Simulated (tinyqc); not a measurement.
Fully depleted semiconductor-on-insulator film with two gates, non-linear Poisson equation by Newton steps: one step of the calculation.

One dimension across the film, front interface at x = 0, back interface at x = ts. psi is counted from the intrinsic level, n = ni exp(psi/Vt) (source grounded), holes neglected, acceptors ionised. Gates act through Cox = eps0 eox/tox and Cbox = 3.9 eps0/tb with potentials G1 = Vg - (phiM - chi - Vt ln(Nc/ni)) and G2 = Vb - (phiB - chi - Vt ln(Nc/ni)). Classical Boltzmann densities, no interface charge, no depletion in the back plane.

Task. Newton step. Solve a d_(i-1) + b_i d_i + a d_(i+1) = -F_i for all nodes. Half of the step is added while the largest |d| exceeds 1.5 Vt, the full step after that.

Values chosen for this exercise:
```
symbol,value,unit,meaning
T,250,K,temperature
```

Constants: q = 1.602176634e-19 C, kB = 1.380649e-23 J/K, Vt = kB T/q. Results are converted to the units shown.

a = 3.9630123 uF/cm^2

```
node,diagonal b (F/cm^2),residual F (C/cm^2),psi after iteration 1 (V)
0,-0.0020721079,-4.3733739e-5,0.66466096
1,-0.0027043458,-5.8090689e-5,0.65546429
2,-0.0017872122,-3.8332577e-5,0.64650846
3,-0.0011951995,-2.5578650e-5,0.63779304
4,-8.0903973e-4,-1.7259484e-5,0.62931764
5,-5.5452410e-4,-1.1776370e-5,0.62108186
6,-3.8503325e-4,-8.1249740e-6,0.61308531
7,-2.7099943e-4,-5.6683068e-6,0.60532763
8,-1.9349147e-4,-3.9985283e-6,0.59780846
9,-1.4027430e-4,-2.8520546e-6,0.59052745
10,-1.0336674e-4,-2.0569440e-6,0.58348425
11,-3.8914161e-5,-7.3307335e-7,0.57667854
```

Wanted: Newton step d, before damping; psi after iteration 2.

Result.

```
node,"Newton step d, before damping (V)",psi after iteration 2 (V)
0,-0.02115,0.6435
1,-0.02154,0.6339
2,-0.02154,0.6250
3,-0.02154,0.6162
4,-0.02154,0.6078
5,-0.02154,0.5995
6,-0.02155,0.5915
7,-0.02155,0.5838
8,-0.02155,0.5763
9,-0.02155,0.5690
10,-0.02153,0.5620
11,-0.02103,0.5556
```

tinyqc, about 0.5 s, one thread, Intel Xeon 2.30GHz (shared host): `OMP_NUM_THREADS=1 python tinyqc.py 2190112 2190113 out.jsonl`
